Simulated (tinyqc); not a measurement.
Comparisons within one model: quantum-confined Stark effect in a modulator well. A value that a table varies takes the place of the one given here.

Envelopes on cells of 0.5 angstrom over the well |z| < L/2 and 45 angstrom of barrier on each side, psi = 0 beyond, psi'/m continuous (mean mass between points), c = hbar^2/2m0. The electron sees + e F z and the hole - e F z, each with its offset in the barriers; 1 kV/cm = 1e-5 eV/angstrom. Light holes, band mixing and escape by tunnelling are left out.

Exciton: in-plane function exp(-rho/lam), 1/mu = 1/me + 1/mp, E(lam) = c/(mu lam^2) - (q/eps) times the integral over k of Fm(k)(1 + (k lam/2)^2)^(-3/2), Fm(k) the double integral of psi_e^2 psi_h^2 exp(-k |z - z'|), q = e^2/(4 pi eps0); binding Eb = -E at the minimum. Line at Eg + E_e + E_h - Eb, strength proportional to overlap^2/lam^2.

Constants: hbar^2/2m0 = 3.80998211 eV angstrom^2; e^2/(4 pi eps0) = 14.39964547 eV angstrom; hc = 1239.841984 eV nm.

Values chosen for the exercise (near those of a Ge well in SiGe, direct gap; shifted at random, so the results belong to these values and not to a real crystal): L = 66 angstrom (well width); Vc = 0.386 eV (conduction offset); Vv = 0.115 eV (heavy-hole offset); me = 0.0413 m0 (electron, well); meb = 0.056 m0 (electron, barrier); mh = 0.203 m0 (heavy hole along z, well); mhb = 0.241 m0 (heavy hole, barrier); Eg = 0.826 eV (gap of the well); mp = 0.07 m0 (heavy hole in the plane); eps = 15.8 (dielectric constant); Fs = (0, 16, 33, 49, 67, 87, 109) kV/cm (fields); Ls = (50, 66, 84, 104, 126, 150, 170) angstrom (widths); F_L = 71 kV/cm (field for this table); F = 71 kV/cm (field).

## Raising the field

All quantities anew; shifts from zero field.

Results:
```
F (kV/cm)  dE_e (meV)  dE_h (meV)  Eb (meV)  line shift (meV)  overlap^2  relative strength
0                0.00        0.00      4.12              0.00      0.996              1.000
16              -0.04       -0.14      4.11             -0.18      0.993              0.995
33              -0.17       -0.59      4.10             -0.75      0.981              0.980
49              -0.37       -1.31      4.09             -1.65      0.963              0.956
67              -0.69       -2.43      4.07             -3.07      0.935              0.920
87              -1.17       -4.07      4.03             -5.16      0.897              0.870
109             -1.83       -6.34      3.99             -8.05      0.847              0.806
```

The line shift grows with exponent 2.00 in F at low field and 1.97 at the end, still close to the quadratic law. The hole gives 78 % of the level shift in the second row and 78 % in the last. The largest shift is 2.0 times the zero-field binding, yet 97 % of the binding survives, since the walls stop the field from pulling the pair apart. The strength keeps 81 %.

## Width of the well

Zero-field line, its shift at F_L and the relative strength.

Results:
```
L (angstrom)  line at F = 0 (nm)  Eb (meV)  shift (meV)  relative strength  shift x strength (meV)
50                        1274.3      4.25        -2.00              0.959                    1.91
66                        1333.8      4.12        -3.45              0.910                    3.14
84                        1378.0      3.97        -6.13              0.803                    4.92
104                       1410.3      3.83       -10.58              0.620                    6.56
126                       1433.7      3.68       -17.26              0.396                    6.84
150                       1450.8      3.53       -26.43              0.202                    5.34
170                       1460.8      3.42       -35.36              0.101                    3.57
```

The shift grows with exponent 1.97 in L over the first two rows and 2.33 over the last two, against 4 for hard walls at second order; leakage lowers it in narrow wells and saturation in wide ones. The strength falls from 0.96 to 0.10, and the product of the two is largest at 126 angstrom.

## What each parameter does

Zero-field line, shift at F, overlap^2 and Eb at F. Each row changes one parameter from the base and keeps the others.

Results:
```
case             line (nm)  shift (meV)  overlap^2  Eb (meV)
base                1333.8        -3.45      0.928      4.06
L = 56 angstrom     1299.5        -2.45      0.955      4.16
F = 57 kV/cm        1333.8        -2.23      0.952      4.08
Vc = 0.309 eV       1343.6        -3.61      0.920      4.03
Vv = 0.144 eV       1331.8        -3.03      0.936      4.09
me = 0.0475 m0      1340.7        -3.44      0.928      4.35
mh = 0.173 m0       1331.8        -3.42      0.934      4.05
eps = 14.2          1335.1        -3.43      0.928      4.90
```

The largest shifts from the base row, up to three for each result and ties (the steps differ in size, so this ranks the rows, not the parameters). line (nm): L -34.3, Vc +9.7, me +6.8; unchanged at the printed digits by F. shift (meV): F +1.22, L +1.00, Vv +0.41. overlap^2: L +0.026, F +0.023, Vv +0.008, Vc -0.008; unchanged at the printed digits by me and eps. Eb (meV): eps +0.84, me +0.29, L +0.10.

tinyqc: `OMP_NUM_THREADS=1 python tinyqc.py 1252421 1252422 out.jsonl`; about 0.1 s, one thread, shared Intel(R) Xeon(R) Processor @ 2.30GHz.
